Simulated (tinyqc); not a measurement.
# Pinning of the barrier by interface states

Cowley-Sze model with the space charge neglected: phiB = S (phiM - chi) + (1 - S)(Eg - phi0), S = 1/(1 + q Dit dl/(eps0 ei)), dl in cm.

Values chosen for this exercise; band and dielectric values close to those of 4H silicon carbide:
```
symbol  value  unit                                         meaning
Eg       3.25    eV                                        band gap
chi      3.65    eV                               electron affinity
dl        0.5    nm              thickness of the interfacial layer
ei          1        relative permittivity of the interfacial layer
phi0     1.58    eV            neutral level above the valence band
phiM     4.46    eV                             metal work function
```

Constants: q = 1.602176634e-19 C, eps0 = 8.8541878128e-14 F/cm where lengths are in cm. Results are converted to the units shown.

Result of one run:
```
Dit (cm^-2 eV^-1)       S  phiB (eV)  change of phiB for 0.5 eV more work function (eV)
3e12               0.7865     0.9936                                             0.3933
```

What becomes of these results when the density of interface states Dit is changed from 3e12 to 1e15 cm^-2 eV^-1, all else the same?

Result of the changed run:
```
Dit (cm^-2 eV^-1)        S  phiB (eV)  change of phiB for 0.5 eV more work function (eV)
1e15               0.01093      1.661                                           0.005466
```

The whole series:
```
Dit (cm^-2 eV^-1)        S  phiB (eV)  change of phiB for 0.5 eV more work function (eV)
1e11                0.9910     0.8177                                             0.4955
3e11                0.9736     0.8327                                             0.4868
1e12                0.9170     0.8814                                             0.4585
3e12                0.7865     0.9936                                             0.3933
1e13                0.5250      1.218                                             0.2625
3e13                0.2692      1.438                                             0.1346
1e14               0.09953      1.584                                            0.04976
3e14               0.03553      1.639                                            0.01777
1e15               0.01093      1.661                                           0.005466
```

S falls from 0.991 to 0.0109, passing 1/2 at Dit = eps0 ei/(q dl) = 1.11e13 cm^-2 eV^-1. The barrier rises from 0.818 to 1.66 eV, from near the Schottky-Mott value phiM - chi = 0.810 eV towards the pinned value Eg - phi0 = 1.67 eV.

Numbers from tinyqc (`OMP_NUM_THREADS=1 python tinyqc.py 2020143 2020144 out.jsonl`; about 0.1 s on one thread of a shared Intel Xeon 2.30GHz).
